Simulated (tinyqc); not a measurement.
Tight binding, kagome lattice, step by step. Computed by tinyqc, a small Python program that keeps every step. Settings: t1 = 1.43, t2 = 0.64, delta = -0.99, bands filled = 2. Command: `OMP_NUM_THREADS=1 python tinyqc.py 29854 29855 out.jsonl` (the two numbers bound the seeds that draw the settings). One thread of a shared host (Intel(R) Xeon(R) Processor @ 2.60GHz), about 0.01 s of CPU time with the checks.

## Bloch Hamiltonian at k

Parameters chosen for this model:
```
parameter      value                unit
t1          1.430000    eV, up triangles
t2          0.640000  eV, down triangles
delta      -0.990000        eV on site C
```

k point k (fractions of the reciprocal vectors): [0.48000, -0.44000]

H_AB = -t1 - t2 exp(-i k.a1), H_AC = -t1 - t2 exp(-i k.a2), H_BC = -t1 - t2 exp(i k.(a1 - a2)), H_CC = delta.

H(k) at k (eV), order A, B, C:
```
[[0.00000, -0.79505+0.08021i, -0.83494-0.23560i],
 [-0.79505-0.08021i, 0.00000, -1.99084+0.30832i],
 [-0.83494+0.23560i, -1.99084-0.30832i, -0.99000]]
```

## Levels at k

Diagonalise the Hermitian matrix.

eigenvalues (eV): [-3.00242, 0.35816, 1.65426]

weights |c|^2 of the basis functions, order A, B, C:
```
[[0.12676, 0.82091, 0.05233],
 [0.33801, 0.06194, 0.60006],
 [0.53524, 0.11715, 0.34762]]
```

## Bloch Hamiltonian at K

k point K (fractions of the reciprocal vectors): [0.33333, 0.66667]

As before.

H(k) at K (eV), order A, B, C:
```
[[0.00000, -1.11000+0.55426i, -1.11000-0.55426i],
 [-1.11000-0.55426i, 0.00000, -1.11000+0.55426i],
 [-1.11000+0.55426i, -1.11000-0.55426i, -0.99000]]
```

## Levels at K

As before.

eigenvalues (eV): [-2.62695, -0.17531, 1.81226]

weights |c|^2 of the basis functions, order A, B, C:
```
[[0.25368, 0.34521, 0.40111],
 [0.25368, 0.34521, 0.40111],
 [0.49264, 0.30959, 0.19777]]
```

## Bands along a path

The same steps at evenly spaced points between the labelled ones.

Bands along the path (eV):
```
k            band 1    band 2   band 3
G          -4.50681   1.44681  2.07000
G-K 0.20   -4.35200   1.32473  2.03727
G-K 0.40   -3.92342   0.95298  1.98044
G-K 0.60   -3.33343   0.41330  1.93013
G-K 0.80   -2.79818  -0.06967  1.87785
K          -2.62695  -0.17531  1.81226
K-M 0.20   -2.69778  -0.06510  1.77288
K-M 0.40   -2.81278   0.09224  1.73054
K-M 0.60   -2.92461   0.24502  1.68958
K-M 0.80   -3.00249   0.35440  1.65809
M          -3.03014   0.39417  1.64597
M-K' 0.20  -3.00249   0.35440  1.65809
M-K' 0.40  -2.92461   0.24502  1.68958
M-K' 0.60  -2.81278   0.09224  1.73054
M-K' 0.80  -2.69778  -0.06510  1.77288
K'         -2.62695  -0.17531  1.81226
```

With 2 band(s) filled, the highest filled level on these points lies at G and the lowest empty one at M: a gap of 0.1992 eV, indirect.
